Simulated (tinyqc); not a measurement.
## The weight eta from points of equal mobility

Problem. If the mobility depends on E = q (Ndep + eta Ns)/(eps0 eps_r) alone, two points of equal mobility on its falling branch have equal E. Find eta and E.

Values chosen for this exercise:
```
symbol  value  unit                                     meaning
eps_r    11.9        relative permittivity of the semiconductor
```

Constants: q = 1.602176634e-19 C, eps0 = 8.8541878128e-14 F/cm where lengths are in cm. Results are converted to the units shown.

Ndep at two body biases (cm^-2): 4.0987422e12  6.5151727e12
Ns at which the mobility is the same (cm^-2): 1.8e13  9.9452317e12

Solution. eta is the ratio of the differences of Ndep and Ns.

eta = 0.300
E = 1.44 MV/cm

Program tinyqc, `OMP_NUM_THREADS=1 python tinyqc.py 2510141 2510142 out.jsonl`; Intel Xeon 2.30GHz, shared host, one thread, about 0.01 s.
